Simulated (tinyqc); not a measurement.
# Sharing a fixed EOT between the layers

Without charge in the stack, a voltage of 1 V over an EOT of 1.4 nm gives F1 = (V/EOT)(3.9/e1) and F2 = F1 e1/e2; t2 = e2 (EOT/3.9 - t1/e1).

Parameters, values chosen for the exercise:
- e1 = 7.35 (relative permittivity of layer 1)
- e2 = 25 (relative permittivity of layer 2)

Sharing a fixed EOT between the layers:
```
t1 (nm)  t2 (nm)  physical thickness (nm)  drop over layer 1 (V)  drop over layer 2 (V)
0         8.9744                   8.9744                      0                 1.0000
0.32      7.8859                   8.2059                0.12128                0.87872
0.64      6.7975                   7.4375                0.24257                0.75743
0.96      5.7091                   6.6691                0.36385                0.63615
1.28      4.6206                   5.9006                0.48513                0.51487
1.6       3.5322                   5.1322                0.60641                0.39359
1.92      2.4437                   4.3637                0.72770                0.27230
2.24      1.3553                   3.5953                0.84898                0.15102
```

What does the comparison show?

Each 0.1 nm of layer 1 costs 0.340 nm of layer 2, so the physical thickness falls from 8.97 to 3.60 nm. The fields do not change, 3.79 MV/cm in layer 1 and 1.11 MV/cm in layer 2, and layer 1 takes half of the voltage at t1 = 1.32 nm.

Computed by the program tinyqc: `OMP_NUM_THREADS=1 python tinyqc.py 2010017 2010018 out.jsonl`, one thread of a shared Intel Xeon 2.30GHz, about 0.01 s for the whole run.
